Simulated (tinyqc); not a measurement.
MOS inversion layer, Poisson-Schroedinger loop: effect of the sheet density of electrons.

Electrons confined at an insulator interface at z = 0, treated as a hard wall; parabolic valleys, Hartree approximation, no image or exchange terms. The depletion charge lies far deeper than the electrons and gives a uniform field q Nd/(eps0 eps_r); the gate balances all charge. Energies are counted from the band edge at the interface.

Schroedinger equation -(C/mz) psi'' + (V0 + U) psi = E psi, C = hbar^2/(2 m0), psi(0) = 0, on a uniform mesh of 800 nodes with a far wall at 52 nm, 8 levels a set; V0 = q Nd z/(eps0 eps_r); dU/dz = q (Ns - integral of n from 0 to z)/(eps0 eps_r), U(0) = 0; N_k = g md m0 q Vt/(pi hbar^2) ln(1 + exp((EF - E_k)/Vt)), g the number of valleys of the set, sum N_k = Ns. Triangular well: E_k = a_k (C F^2/mz)^(1/3), a_1 = 2.338107, a_2 = 4.087949, C = hbar^2/(2 m0), F in eV/nm. Fang-Howard (all electrons in the lowest level of set A): b^3 = 6 (mz1/C) q (Nd + 11 Ns/32)/(eps0 eps_r), centroid 3/b, level C b^2/(4 mz1) + (3/b) q (Nd + 11 Ns/16)/(eps0 eps_r). The centroid adds 3.9 z_av/eps_r to an oxide-equivalent thickness. Shares under 0.0001 % are printed as 0.

Values chosen for this exercise; masses and permittivity close to those of silicon (111): temperature T = 77 K; relative permittivity eps_r = 11.9; mass along z of valley set A (6 valley(s)) mz1 = 0.263 m0; in-plane density-of-states mass of set A md1 = 0.354 m0; sheet density of depletion charge Nd = 1e11 cm^-2.

Constants: q = 1.602176634e-19 C, kB = 1.380649e-23 J/K, hbar = 1.054571817e-34 J s, m0 = 9.1093837015e-31 kg, Vt = kB T/q, eps0 = 8.8541878128e-14 F/cm where lengths are in cm, hbar^2/(2 m0) = 0.0380998212 eV nm^2. Results are converted to the units shown.

Effect of the sheet density of electrons:
```
Ns (cm^-2)	A1 (meV)	A2 (meV)	EF (meV)	share of A1 (%)	share of A2 (%)	centroid z_av (nm)	added oxide equivalent (nm)	Fang-Howard centroid (nm)
1e11	23.8	37.7	-4.13	86.3	10.7	7.28	2.39	6.83
2.1e11	31.0	46.5	8.24	88.9	8.80	6.58	2.15	6.29
4.5e11	44.5	62.5	27.1	92.2	6.28	5.64	1.85	5.52
9.7e11	68.3	90.4	56.5	95.5	3.68	4.62	1.51	4.62
2.1e12	109	138	104	98.0	1.66	3.66	1.20	3.74
4.4e12	176	213	176	99.3	0.547	2.88	0.943	2.98
9.4e12	289	340	298	99.9	0.102	2.24	0.735	2.34
2e13	476	552	498	100	0.00906	1.75	0.573	1.83
```

What does the table show?

As Ns goes from 1e11 to 2e13, A1 rises from 23.8 to 476 meV, the share of A1 rises from 86.3 to 100 % and the centroid falls from 7.28 to 1.75 nm. A1 goes as Ns^(0.66) between the last two rows (a triangular well in the field of that charge alone gives 2/3). EF lies more than 2 meV above A1 for Ns = 9.4e12, 2e13. The Fang-Howard centroid is 6.1 % below the full one in the first row, where A1 holds 86.3 %, and 4.7 % above it in the last, where A1 holds 100 %.

tinyqc, about 0.6 s, one thread, Intel Xeon 2.30GHz (shared host): `OMP_NUM_THREADS=1 python tinyqc.py 2160109 2160110 out.jsonl`
